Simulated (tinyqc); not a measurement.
Which input was changed? Model: avalanche multiplication and breakdown of a junction from ionisation integrals. Computed by tinyqc, a small Python program. Command: `OMP_NUM_THREADS=1 python tinyqc.py 3023797 3023798 out.jsonl impact which`. One thread of a shared host (Intel(R) Xeon(R) Processor @ 2.30GHz), about 0.1 s of CPU time with the checks.

Ionisation coefficients follow the local field. Position x runs through the depletion layer from the p side (x = 0), where electrons enter, to the n side (x = w), where holes enter. The built-in voltage is neglected.

Inputs (values chosen for the exercise, modelled on 4H-SiC):
```
quantity                                        value    unit
electron prefactor a_n                       1.83e+08    1/cm
electron field b_n                           3.25e+07    V/cm
hole prefactor a_p                           3.53e+08    1/cm
hole field b_p                               2.43e+07    V/cm
exponent c                                          1       -
permittivity eps                                  9.7       -
doping gradient a                             9.1e+20  1/cm^4
bias as a fraction of the breakdown voltage      0.84       -
```

Junction: linearly graded.

Constants: e = 1.602176634e-19 C; eps_0 = 8.8541878128e-12 F/m.

Method:
- alpha_n = a_n exp(-(b_n/F)^c), alpha_p = a_p exp(-(b_p/F)^c).
- Field F = F_m [1 - (2x/w - 1)^2], w = sqrt(8 eps eps_0 F_m/(e a)), V = (2/3) F_m w.
- With Phi(x) = int_0^x (alpha_n - alpha_p) dx': 1 - 1/M_n = I_n = int_0^w alpha_n exp(-Phi) dx and M_p = M_n exp(-Phi(w)); trapezoid rule on 401 even points; breakdown at I_n = 1.
- Solve I_n(F_m) = 1.
- Bias V = fraction times the breakdown voltage.
- M_n = 1/(1 - I_n), M_p = M_n exp(-Phi(w)); McIntyre excess noise for the carrier with the larger M, F_x = k M + (1 - k)(2 - 1/M), with k = (smaller M - 1)/(larger M - 1).

Task: One of these inputs alone was changed, within the range given: hole prefactor a_p (1.765e+08 to 7.06e+08); hole field b_p (1.215e+07 to 4.86e+07); permittivity eps (4.85 to 19.4); doping gradient a (4.55e+20 to 1.82e+21). Which one, and to what value?

Results:
```
run     breakdown voltage (V)       M_n  width at breakdown (micrometre)
before               635.7508  1.033263                         3.555322
after                786.8846  1.167713                         3.817277
```

Result:

Each candidate set to reproduce breakdown voltage, and what it then gives:
```
candidate                          range searched  value needed     M_n  width at breakdown (micrometre)
hole prefactor a_p (1/cm)   1.765e+08 to 7.06e+08  out of reach       -                                -
hole field b_p (V/cm)       1.215e+07 to 4.86e+07       3.060e7  1.1677                           3.8173
permittivity eps                     4.85 to 19.4         15.91  1.0302                           4.5021
doping gradient a (1/cm^4)   4.55e+20 to 1.82e+21      5.547e20  1.0302                           4.5021
```

Only hole field b_p fits every result: it went from 24300000 to 3.06e7 V/cm. The next best candidate, permittivity eps, misses one result by 18 %.
